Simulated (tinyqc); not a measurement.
# Worked calculation: ballistic Schottky-barrier transistor with a two-dimensional channel, WKB contacts

tinyqc, about 0.5 s, one thread, Intel Xeon 2.30GHz (shared host): `OMP_NUM_THREADS=1 python tinyqc.py 2390105 2390106 out.jsonl` Printed values are rounded.

Source Fermi level 0, drain Fermi level -Vd. Far from the contacts Ec = pn - psi, and the gate moves psi one to one; the band edges relax as exp(-x/lam) from pn at the source and pn - Vd at the drain; Ev = Ec - Eg. A carrier of energy w inside the channel band meets at a contact a barrier of height D (the contact edge beyond the channel edge): T = 1 for w >= D, else exp(-S), S = 4 lam sqrt(m/C) [sqrt(D - w) - sqrt(w) arctan sqrt((D - w)/w)], C = hbar^2/(2 m0). The two contacts combine as Ts Td/(Ts + Td - Ts Td).

Values chosen for this exercise; channel values close to those of a tungsten diselenide layer:
- T = 300 K (temperature)
- Eg = 1.4 eV (band gap)
- pn = 0.83 eV (barrier for electrons at both contacts)
- mn = 0.34 m0 (electron mass)
- mp = 0.4 m0 (hole mass)
- g = 2 (valleys or subbands)
- lam = 3.3 nm (screening length at the contacts)
- Vd = 0.1 V (drain bias)
- ps = -0.45 V (band shift psi of the channel by the gate)
- w0 = 0.37 eV (energy of one carrier inside the channel band)
- wm = 0.73 eV (upper end of the grid)
- nE = 13 (points of the grid)

Constants: q = 1.602176634e-19 C, kB = 1.380649e-23 J/K, hbar = 1.054571817e-34 J s, h = 6.62607015e-34 J s, m0 = 9.1093837015e-31 kg, Vt = kB T/q, hbar^2/(2 m0) = 0.0380998212 eV nm^2. Results are converted to the units shown.

Range of the model: No scattering, image-force lowering, channel charge or band-to-band tunnelling; parabolic kappa overstates S deep in the gap.

## Band edges and barriers

Electrons: Ds = psi, Dd = psi - Vd, Es = Ec, Ed = Ec + Vd. Holes: Ds = -psi, Dd = Vd - psi, Es = -Ev, Ed = -Ev - Vd. The size of each current is taken; both flow from drain to source and add.

Ec = 1.28 eV
Ev = -0.12 eV
D for electrons (eV): source -0.450000, drain -0.550000
D for holes (eV): source 0.450000, drain 0.550000

A negative D is no barrier. Here the holes carry the larger current.

## Transmission of one of the holes

S and T at both contacts for w = w0, and the tunnelling distance lam ln(D/w) at the higher barrier.

S at the source = 0.773738
S at the drain = 2.30111
combined T = 0.0896611
tunnelling distance = 1.30817 nm

## Current of the holes on a coarse grid

I/W = g (2 q^2/h) int T(w) [N(Es + w) - N(Ed + w)] dw with w the energy of motion along the channel, N(y) = (1/2 pi) sqrt(pi m kB T/C) Fm(-y/kB T), Fm(x) = (1/sqrt(pi)) int_0^infinity u^(-1/2)/(1 + exp(u - x)) du. Electrons: Ds = psi, Dd = psi - Vd, Es = Ec, Ed = Ec + Vd. Holes: Ds = -psi, Dd = Vd - psi, Es = -Ev, Ed = -Ev - Vd. The size of each current is taken; both flow from drain to source and add. Simpson's rule on nE equally spaced w from 0 to wm.

```
point    w (eV)           Ts           Td            T  size of the supply difference (1/um)
0      0.000000  3.46394e-13  1.67678e-14  1.59936e-14                               50.2454
1      0.060833   7.65376e-7   4.48556e-8   4.23723e-8                               6.11810
2      0.121667   9.79340e-5   7.04621e-6   6.57332e-6                              0.598190
3      0.182500   0.00239465   2.15254e-4   1.97540e-4                             0.0570249
4      0.243333    0.0239032   0.00274690   0.00246985                            0.00542278
5      0.304167     0.129058    0.0195813    0.0172958                            5.15558e-4
6      0.365000     0.426654    0.0898704    0.0801863                            4.90144e-5
7      0.425833     0.885448     0.285889     0.275692                            4.65982e-6
8      0.486667            1     0.648213     0.648213                            4.43010e-7
9      0.547500            1     0.996759     0.996759                            4.21171e-8
10     0.608333            1            1            1                            4.00409e-9
11     0.669167            1            1            1                           3.80670e-10
12     0.730000            1            1            1                           3.61904e-11
```

current = 4.09018e-4 uA/um

A converged quadrature gives 4.083e-4 uA/um; this grid is 0.17 % above that. 0.0375 % of it passes over both barriers, the rest tunnels. The other carrier adds 1.67e-19 uA/um.
